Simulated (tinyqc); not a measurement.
From results back to parameters: averaged masses of warped heavy- and light-hole bands. Four cases, with inputs chosen for the exercise.

Problem. For B along [111] the central orbits have s = 1/4 all round, so the cyclotron masses are 1/(g1 -/+ sqrt(g2^2 + 3 g3^2)). They are given with the heavy-hole mass along [100], 1/(g1 - 2 g2); g2 and g3 are positive.

Find: g1; sqrt(g2^2 + 3 g3^2); g2; g3.

Method. The mean of the two inverse cyclotron masses is g1 and half their difference is the root; g2 = (g1 - 1/m[100])/2, and g3 follows.

Case 1.

heavy and light cyclotron mass for B along [111]; heavy mass along [100] (m0): 0.5761642  0.1469641  0.2785515

Solution.

g1 = 4.27
sqrt(g2^2 + 3 g3^2) = 2.534
g2 = 0.34
g3 = 1.45

Case 2.

heavy and light cyclotron mass for B along [111]; heavy mass along [100] (m0): 0.3873874  0.0415306  0.2070393

Solution.

g1 = 13.33
sqrt(g2^2 + 3 g3^2) = 10.749
g2 = 4.25
g3 = 5.70

Case 3.

heavy and light cyclotron mass for B along [111]; heavy mass along [100] (m0): 0.6471678  0.0801616  0.3484321

Solution.

g1 = 7.01
sqrt(g2^2 + 3 g3^2) = 5.465
g2 = 2.07
g3 = 2.92

Case 4.

heavy and light cyclotron mass for B along [111]; heavy mass along [100] (m0): 0.3783879  0.0416715  0.2024291

Solution.

g1 = 13.32
sqrt(g2^2 + 3 g3^2) = 10.677
g2 = 4.19
g3 = 5.67

Computed by tinyqc, one run a case: `OMP_NUM_THREADS=1 python tinyqc.py N N+1 out.jsonl` with N = 1080547, 1080563, 1080564, 1080584; one thread of a shared Intel(R) Xeon(R) Processor @ 2.30GHz, about 0.03 s a run at most.
